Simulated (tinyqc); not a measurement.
Anneal temperature: kinetics of strain relaxation and threading dislocations in mismatched semiconductor layers. Computed by tinyqc, a small Python program. Command: `OMP_NUM_THREADS=1 python tinyqc.py 3017591 3017592 out.jsonl threading walk`. One thread of a shared host (Intel(R) Xeon(R) Processor @ 2.30GHz), about 0.01 s of CPU time with the checks.

60-degree dislocations on {111} planes of a (001) layer, isotropic elasticity. The Schmid factor is 1/sqrt(6), and a misfit segment relieves strain with b/2.

Inputs (values chosen for the exercise, modelled on Si(0.7)Ge(0.3) on Si):

| quantity | value | unit |
|---|---|---|
| misfit f | 0.0131 | - |
| shear modulus G | 60.4 | GPa |
| Poisson ratio nu | 0.27 | - |
| Burgers vector b | 3.89 | angstrom |
| glide activation energy Q | 1.93 | eV |
| velocity prefactor v0 | 38000 | m/s per MPa |
| layer thickness h | 28 | nm |
| anneal temperature T | 841 | K |
| anneal time t | 140 | s |
| initial thread density rho_0 | 510000 | 1/cm^2 |
| multiplication constant delta | 37000 | 1/m |

Sources: fixed density of threads.

Constants: k_B = 8.617333262e-05 eV/K.

Method:
- Excess resolved stress tau = (1/sqrt 6) [2 G (1 + nu)/(1 - nu)] (e - e_eq), e_eq = b (1 - nu/4) [ln(h/b) + 1]/(4 pi (1 + nu) h), the Matthews-Blakeslee strain of an uncapped layer; glide velocity v = v0 tau exp(-Q/(k_B T)), tau in MPa.
- Threads run in two directions, so de/dt = -(b/4) rho v, with rho fixed. With x = e - e_eq, x0 = f - e_eq (fully strained at t = 0) and v = m S x (m the mobility, S x = tau): x = x0 exp(-t/t_r), t_r = 4/(b rho_0 m S).
- The half time is that at which x = x0/2.

half time = 157.700 s

excess stress tau = 756.460 MPa

equilibrium strain e_eq = 0.00428315

After the time t:

| T (K) | first velocity (micrometre/s) | relieved (%) | threads (1/cm^2) | half time (s) |
|---|---|---|---|---|
| 720 | 8.8954e-01 | 0.698 | 510000 | 1.3852e+04 |
| 749 | 2.9664e+00 | 2.309 | 510000 | 4.1539e+03 |
| 783 | 1.0867e+01 | 8.203 | 510000 | 1.1338e+03 |
| 811 | 2.9175e+01 | 20.528 | 510000 | 4.2234e+02 |
| 845 | 8.8633e+01 | 50.243 | 510000 | 1.3902e+02 |
| 867 | 1.7365e+02 | 74.528 | 510000 | 7.0957e+01 |
| 899 | 4.3554e+02 | 96.761 | 510000 | 2.8291e+01 |
| 952 | 1.7433e+03 | 100.000 | 510000 | 7.0682e+00 |

The half time follows exp(Q/(k_B T)), a decade for each 73 K near 845 K. Relief goes from 21 % at 811 K to 74.5 % at 867 K: with a fixed density the onset is gradual, and more threads relax the layer sooner. Caution: rows with more than 50 % relieved leave out blocking by crossing misfit lines, which slows real layers.

Extremes, crossings and ranges named in words are read from the listed rows.
